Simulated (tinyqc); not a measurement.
Random telegraph noise from one oxide trap in a small MOSFET: one step of the calculation.

An acceptor-like trap exchanges electrons with the channel. Inversion charge Q = Cox u, u = n Vt W0(exp((Vg - VT)/(n Vt))), W0 the Lambert function, n = nf, Cox = eps0 eox/tox; linear regime Id = (W/L) mu Q Vd. Relative to threshold the surface potential rises by Vt ln(u/u0) and the oxide voltage by the rest of Vg - VT, with u0 = n Vt W0(1).

Problem. Step height. A = W L; threshold step dV = q (1 - xt/tox)/(Cox A); gm/Id = 1/(u + n Vt); relative step dI/I = (gm/Id) dV + asc mu/A. Id as defined.

Inputs (values chosen for the exercise); values of the order met in silicon transistors:
- T = 300 K (temperature)
- eox = 25.2 (relative permittivity of the gate insulator (close to zirconium oxide))
- tox = 8.4 nm (insulator thickness)
- xt = 2.4 nm (depth of the trap from the channel interface)
- nf = 1.13 (body factor)
- W = 120 nm (gate width)
- L = 78 nm (gate length)
- mu = 110 cm^2/(V s) (mobility)
- asc = 0 V s (scattering coefficient of the charged trap)
- Vd = 0.05 V (drain voltage)

Constants: q = 1.602176634e-19 C, kB = 1.380649e-23 J/K, Vt = kB T/q, eps0 = 8.8541878128e-14 F/cm where lengths are in cm. Results are converted to the units shown.

u = 0.43135007 V
N = 7.1513735e12 cm^-2

Find: electrons in the channel N A; dV; gm/Id; number part of dI/I; dI/I; Id; dI.

Solution.

electrons in the channel N A = 669.4
dV = 0.4603 mV
gm/Id = 2.171 1/V
number part of dI/I = 0.09994 %
dI/I = 0.09994 %
Id = 9.695 uA
dI = 9.689 nA

Range of the model: VT is taken as given; short-channel effects and the uneven flow of current among few electrons are left out.

Computed by the program tinyqc: `OMP_NUM_THREADS=1 python tinyqc.py 2710089 2710090 out.jsonl`, one thread of a shared Intel Xeon 2.30GHz, about 0.01 s for the whole run.
